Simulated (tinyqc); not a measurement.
Coherent transport through a tight-binding region between two chains, step by step. Computed by tinyqc, a small Python program that keeps every step. Settings: temperature = 77, mu = 0.28. Command: `OMP_NUM_THREADS=1 python tinyqc.py 25416 25417 out.jsonl` (the two numbers bound the seeds that draw the settings). One thread of a shared host (Intel(R) Xeon(R) Processor @ 2.60GHz), about 0.07 s of CPU time with the checks.

## Transmission at E = 0.9 eV

H of the central region (eV), lower triangle:
```
           1          2          3          4          5         6
1   0.000000
2  -1.740000   0.850000
3   0.000000  -1.740000   0.850000
4   0.000000   0.000000  -1.740000   0.850000
5   0.000000   0.000000   0.000000  -1.740000   0.850000
6  -1.740000   0.000000   0.000000   0.000000  -1.740000  0.000000
```

Leads: semi-infinite chains with site energy 0:
```
parameter                           value
lead hopping t (eV)              2.980000
coupling to the left lead (eV)   0.340000
coupling to the right lead (eV)  1.430000
left contact site                       1
right contact site                      2
```

E = 0.900000 eV

Surface Green function g = (E - i sqrt(4 t^2 - E^2)) / (2 t^2); self-energy tc^2 g on each contact site; G = (E - H - Sigma)^(-1); Gamma = -2 Im Sigma; T = Gamma_L Gamma_R |G_LR|^2; local density of states -Im G_ii / pi.

g = 0.050673-0.331722i 1/eV

G (1/eV), lower triangle:
```
                     1                    2                    3                    4
1  -0.075926-0.063149i
2   0.303636+0.018639i  -0.085460-0.008553i
3   0.092549-0.054649i   0.265109+0.014414i  -0.078760-0.048260i
4  -0.306295-0.017069i   0.077842+0.008138i   0.311867-0.013027i  -0.086804-0.007764i
5  -0.083748+0.055140i  -0.267346-0.014648i   0.069798+0.048634i   0.265340+0.013250i
6   0.308702+0.015485i  -0.070160-0.007717i  -0.313872+0.011629i   0.079179+0.007383i

                     5                    6
5  -0.077423-0.049015i
6   0.311597-0.011842i  -0.088133-0.007043i
```

local density of states (1/eV): 0.020101  0.002722  0.015361  0.002471  0.015602  0.002242

transmission = 0.009629

## Transmission across the band

The same steps on a grid of energies.

T(E):
```
E (eV)              T
-5.66200000  0.000056
-5.09580000  0.000272
-4.52960000  0.000880
-3.96340000  0.003201
-3.39720000  0.024750
-2.83100000  0.066511
-2.26480000  0.004619
-1.69860000  0.000091
-1.13240000  0.094388
-0.56620000  0.021151
0            0.011139
0.56620000   0.009329
1.13240000   0.010464
1.69860000   0.017961
2.26480000   0.004857
2.83100000   0.010460
3.39720000   0.000124
3.96340000   0.017140
4.52960000   0.011327
5.09580000   0.001212
5.66200000   0.000168
```

levels of the isolated region (eV): -2.996588  -1.253563  -1.060474  2.127203  2.470150  4.113272

## Current

I = (2e/h) int T(E) [f(E - mu - V/2) - f(E - mu + V/2)] dE at 77 K with mu = 0.28 eV, the bias not changing H; 2e^2/h = 77.48092 microsiemens; the integral runs over the band on 4001 points.

Current:
```
V (volt)  I (microampere)
0.010000         0.007601
0.050000         0.038008
0.100000         0.076041
0.200000         0.152286
0.400000         0.306214
0.800000         0.626249
```
